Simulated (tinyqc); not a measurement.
Vibrations of a mass or spring defect in a linear chain: one step, computed by the program tinyqc.

A ring of N atoms with nearest-neighbour springs k and motion along the chain. Atom 1 is the defect, of mass M', and its two springs are k'. Odd sites are A (the defect replaces an A atom), even sites B.

Question. Frequencies of the ring. Diagonalise D and leave out the zero eigenvalue of the uniform shift. nu = 15.6333042 THz x sqrt(lambda), lambda in eV/(angstrom^2 u).

Host: diatomic.

D (eV/(angstrom^2 u)):
```
            1           2           3           4           5           6
1   0.1298153  -0.0900290   0.0000000   0.0000000   0.0000000  -0.0900290
2  -0.0900290   0.2497462  -0.0640842   0.0000000   0.0000000   0.0000000
3   0.0000000  -0.0640842   0.0657754  -0.0640842   0.0000000   0.0000000
4   0.0000000   0.0000000  -0.0640842   0.2497462  -0.0640842   0.0000000
5   0.0000000   0.0000000   0.0000000  -0.0640842   0.0657754  -0.0640842
6  -0.0900290   0.0000000   0.0000000   0.0000000  -0.0640842   0.2497462
```

Constants: nu for 1 eV/(angstrom^2 u) = 15.6333042 THz.

Give: nonzero frequencies.

Answer.

nonzero frequencies (THz): 3.340  4.101  8.121  8.278  9.194
